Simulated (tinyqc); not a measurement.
Lifetime from the storage time.

Inverse problem. In the charge-control model of a long diode dQ/dt = -Ir - Q/tau after the current is switched from If to -Ir, with Q(0) = If tau; the storage time ends at Q = 0. Find tau, the stored charge and the share of it that leaves through the terminals.

forward and reverse current (mA): [1.1, 2.7]
storage time = 78.602338 ns

Solution. Integrating gives ts = tau ln(1 + If/Ir). The extracted charge is Ir ts; the rest recombines.

tau = 230 ns
stored charge = 0.253 nC
share extracted = 83.9 %

Numbers from tinyqc (`OMP_NUM_THREADS=1 python tinyqc.py 2230054 2230055 out.jsonl`; about 0.01 s on one thread of a shared Intel Xeon 2.30GHz).
